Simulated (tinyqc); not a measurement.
Implanted layer, carriers, mobility and sheet resistance: one step of the calculation.

An n-type layer from the surface x = 0 to the junction xj, N(x) = N0 exp(-(x - Rp)^2/(2 sg^2)). Local neutrality (no depletion at surface or junction, no spilling of carriers), intrinsic carriers neglected, full ionisation of active dopants.

Task. Sheet quantities by the trapezoid rule. Dose = integral of N, carrier sheet density = integral of n, 1/Rs = q integral of n mu, mean mobility 1/(q Rs sheet density), Hall mobility (unit Hall factor) = integral of n mu^2 over integral of n mu, Hall sheet density = (integral of n mu)^2/integral of n mu^2; all from 0 to xj.

Constants: q = 1.602176634e-19 C. Results are converted to the units shown.

x, point 0 to 11 (nm): [0.00000, 60.77312, 121.54624, 182.31936, 243.09247, 303.86559, 364.63871, 425.41183, 486.18495, 546.95807, 607.73118, 668.50430]
N, point 0 to 11 (cm^-3): [5.9688814e19, 9.8441286e19, 1.1964615e20, 1.0716606e20, 7.0738018e19, 3.4410076e19, 1.2335464e19, 3.2588354e18, 6.3446326e17, 9.1030649e16, 9.6251144e15, 7.5e14]
n, point 0 to 11 (in units of 1e20 cm^-3): [0.5968806, 0.9844054, 1.1964540, 1.0716531, 0.7073727, 0.3440933, 0.1233471, 0.0325809, 0.0063371, 0.0009028, 0.0000888, 0.0000000]
mu, point 0 to 11 (cm^2/(V s)): [72.014546, 66.564584, 64.869639, 65.800614, 69.966436, 80.399157, 106.23266, 174.41107, 355.59645, 734.61440, 1139.5528, 1308.4733]

Find: dose; carrier sheet density; Rs; mean mobility; Hall mobility; Hall sheet density.

Result.

dose = 2.896e15 cm^-2
carrier sheet density = 2.896e15 cm^-2
Rs = 30.74 ohm/square
mean mobility = 70.11 cm^2/(V s)
Hall mobility = 75.00 cm^2/(V s)
Hall sheet density = 2.707e15 cm^-2

Carriers make up 100 % of the dose. A Hall measurement weights the mobile tail, so its sheet density is 6.5 % below the true one.

tinyqc, about 0.01 s, one thread, Intel Xeon 2.30GHz (shared host): `OMP_NUM_THREADS=1 python tinyqc.py 2110105 2110106 out.jsonl`
